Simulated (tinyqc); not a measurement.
Slater-Koster d bands of a bcc metal: one step. Second moment and the rectangular band. Three cases, with inputs chosen for the exercise.

Problem. mu2 = z (dds^2 + 2 ddp^2 + 2 ddd^2)/5 per orbital, with z = 8 + 6 f2^2. A rectangular band with the same mu2 has width W = sqrt(12 mu2), Fermi level W (Nd/10 - 1/2) and bond energy -W Nd (10 - Nd)/20 (Friedel).

Case 1.

Values chosen (of the size met in W; shifted at random, so the results belong to these values and not to a real crystal): dds = -1.344 eV (dd sigma); ddp = 0.833 eV (dd pi); ddd = -0.134 eV (dd delta); Nd = 5 (d electrons per atom); f2 = 0.487 (factor on all three integrals for second neighbours).

Case 2.

Values chosen (of the size met in Mo; shifted at random, so the results belong to these values and not to a real crystal): dds = -1.39 eV (dd sigma); ddp = 0.598 eV (dd pi); ddd = -0.125 eV (dd delta); Nd = 5 (d electrons per atom); f2 = 0.59 (factor on all three integrals for second neighbours).

Case 3.

Values chosen (of the size met in Mo; shifted at random, so the results belong to these values and not to a real crystal): dds = -1.215 eV (dd sigma); ddp = 0.595 eV (dd pi); ddd = -0.097 eV (dd delta); Nd = 5 (d electrons per atom); f2 = 0.487 (factor on all three integrals for second neighbours).

Give: mu2; W; Fermi level; bond energy per atom.

Solution.

Case 1.

mu2 = 6.0873 eV^2
W = 8.5468 eV
Fermi level = 0.0000 eV
bond energy per atom = -10.6835 eV

Case 2.

mu2 = 5.4046 eV^2
W = 8.0533 eV
Fermi level = 0.0000 eV
bond energy per atom = -10.0666 eV

Case 3.

mu2 = 4.1520 eV^2
W = 7.0586 eV
Fermi level = 0.0000 eV
bond energy per atom = -8.8232 eV

The bond energy is the attractive part alone; the repulsion between atoms, left out, cancels a large share of it in the cohesive energy.

Computed by tinyqc, one run a case: `OMP_NUM_THREADS=1 python tinyqc.py N N+1 out.jsonl` with N = 1450287, 1450437, 1450444; one thread of a shared Intel(R) Xeon(R) Processor @ 2.30GHz, about 0.06 s a run at most.
